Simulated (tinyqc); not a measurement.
# Slope factor and drain-induced lowering from three currents

Inverse problem. With source and body at 0 V, I = A exp((Vg + dd Vd)/(nf Vt)) (1 - exp(-Vd/Vt)). Find nf, the swing nf Vt ln 10 and dd.

Inputs (values chosen for the exercise):
- T = 378 K (temperature)

Constants: q = 1.602176634e-19 C, kB = 1.380649e-23 J/K, Vt = kB T/q. Results are converted to the units shown.

currents at (Vg, Vd) = (0, 0.05), (0, 1) and (0.07, 1) V (nA/um): [0.0086817436, 0.16034329, 0.96115699]

Answer. The pair at equal Vd gives nf; the pair at equal Vg, after dividing out the factors 1 - exp(-Vd/Vt), gives dd.

nf = 1.20
swing = 90.0 mV/decade
dd = 0.110

Numbers from tinyqc (`OMP_NUM_THREADS=1 python tinyqc.py 2242072 2242073 out.jsonl`; about 0.04 s on one thread of a shared Intel Xeon 2.30GHz).
